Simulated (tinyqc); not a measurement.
# Carrier lifetime of an n-type layer with SRH, radiative, Auger and surface recombination: what changes with what

Uniform excess density dn = dp (no trapping), n = n0 + dn, p = p0 + dn, Boltzmann statistics, full ionisation. Surfaces enter as a rate 2 S dn/d, which holds while diffusion to them is fast.

Inputs (values chosen for the exercise); band and dielectric values close to those of silicon: temperature T = 300 K; band gap Eg = 1.11 eV; conduction-band density of states at T Nc = 2.8e19 cm^-3; valence-band density of states at T Nv = 2.63e19 cm^-3; radiative coefficient B = 4.7e-15 cm^3/s; donor density N = 3.5e15 cm^-3; Auger coefficient (two electrons) Cn = 1.5e-31 cm^6/s; Auger coefficient (two holes) Cp = 1.1e-31 cm^6/s; trap density Nt = 9.2e10 cm^-3; capture cross-section for electrons sn = 7e-15 cm^2; capture cross-section for holes sp = 1e-15 cm^2; thermal velocity (both carriers) vth = 1.5e7 cm/s; trap level below the conduction band Et = 0.8 eV; surface recombination velocity (both faces) S = 2 cm/s; sample thickness d = 2 um.

Constants: q = 1.602176634e-19 C, kB = 1.380649e-23 J/K, Vt = kB T/q. Results are converted to the units shown.

Each table varies one quantity; the others keep the values above.

## Lifetime against injection

ni = sqrt(Nc Nv) exp(-Eg/(2 Vt)), Eg in volts; majority density N/2 + sqrt(N^2/4 + ni^2), n0 p0 = ni^2; n1 = Nc exp(-Et/Vt), p1 = Nv exp((Et - Eg)/Vt); tn0 = 1/(sn vth Nt), tp0 = 1/(sp vth Nt). With e = n p - ni^2 = dn (n0 + p0 + dn): U_SRH = e/(tp0 (n + n1) + tn0 (p + p1)), U_rad = B e, U_Aug = (Cn n + Cp p) e, U_s = 2 S dn/d. Each tau is dn over its rate; tau = dn/U with U the sum.

The same in every row: tau_s (s) = 5.0000e-5.

Result of one run:
```
dn (cm^-3)  tau_SRH (s)  tau_rad (s)  tau_Aug (s)    tau (s)  radiative share (%)  largest path
1e11          7.2946e-4     0.060789      0.54418  4.6753e-5             0.076910       surface
```

What becomes of these results when the excess density dn is changed from 1e11 to 1e16 cm^-3, all else the same?

Result of the changed run:
```
dn (cm^-3)  tau_SRH (s)  tau_rad (s)  tau_Aug (s)    tau (s)  radiative share (%)  largest path
1e16          8.0257e-4     0.015760     0.023704  4.6835e-5              0.29717       surface
```

The whole series:
```
dn (cm^-3)  tau_SRH (s)  tau_rad (s)  tau_Aug (s)    tau (s)  radiative share (%)  largest path
1e11          7.2946e-4     0.060789      0.54418  4.6753e-5             0.076910       surface
1e12          7.2949e-4     0.060773      0.54379  4.6753e-5             0.076930       surface
1e13          7.2974e-4     0.060617      0.53999  4.6754e-5             0.077130       surface
1e14          7.3220e-4     0.059102      0.50413  4.6763e-5             0.079122       surface
1e15          7.5139e-4     0.047281      0.28309  4.6826e-5             0.099038       surface
1e16          8.0257e-4     0.015760     0.023704  4.6835e-5              0.29717       surface
1e17          8.2482e-4    0.0020557    3.6425e-4  4.0910e-5               1.9900       surface
1e18          8.2781e-4    2.1202e-4    3.8250e-6  3.4799e-6               1.6413         Auger
1e19          8.2812e-4    2.1269e-5    3.8440e-8  3.8340e-8              0.18026         Auger
```

Surface recombination leads at dn = 1e11, Auger from 1e18 on. The total lifetime falls from 4.68e-5 to 3.83e-8 s. tau_SRH goes from 7.29e-4 s (low-injection limit 7.29e-4 s) to 8.28e-4 s (high-injection limit tn0 + tp0 = 8.28e-4 s). Between the last two rows tau_rad goes as dn^(-1.00) and tau_Aug as dn^(-2.00); the radiative share goes from 0.0769 through a maximum of 1.99 (at dn = 1e17 among the rows listed) to 0.180 %. For dn = 1e19 the carriers are degenerate, where B and the Auger coefficients no longer stay constant.

## Effect of the donor density at dn = 2e13 cm^-3

Same model as above.

Here dn = 2e13 cm^-3.

The same in every row: tau_s (s) = 5.000e-5.

Effect of the donor density at dn = 2e13 cm^-3:
```
N (cm^-3)  tau_SRH (s)  tau_rad (s)  tau_Aug (s)   tau (s)  radiative share (%)  largest path
1e14          8.825e-4        1.773        412.5  4.732e-5             0.002669       surface
5e14          7.611e-4       0.4092        23.98  4.691e-5              0.01147       surface
2e15          7.340e-4       0.1053        1.622  4.679e-5              0.04442       surface
1e16          7.265e-4      0.02123      0.06630  4.664e-5               0.2197       surface
4e16          7.251e-4     0.005316     0.004161  4.586e-5               0.8625       surface
2e17          7.247e-4     0.001064     1.666e-4  3.531e-5                3.319       surface
9e17          7.247e-4     2.364e-4     8.230e-6  6.797e-6                2.875         Auger
4e18          7.246e-4     5.319e-5     4.167e-7  4.098e-7               0.7704         Auger
```

What does the table show?

Surface recombination leads at N = 1e14, Auger from 9e17 on. tau_SRH falls from 8.83e-4 to 7.25e-4 s and the total lifetime falls from 4.73e-5 to 4.10e-7 s. Between the last two rows tau_rad goes as N^(-1.00) and tau_Aug as N^(-2.00).

Program tinyqc, `OMP_NUM_THREADS=1 python tinyqc.py 2300124 2300125 out.jsonl`; Intel Xeon 2.30GHz, shared host, one thread, about 0.01 s.
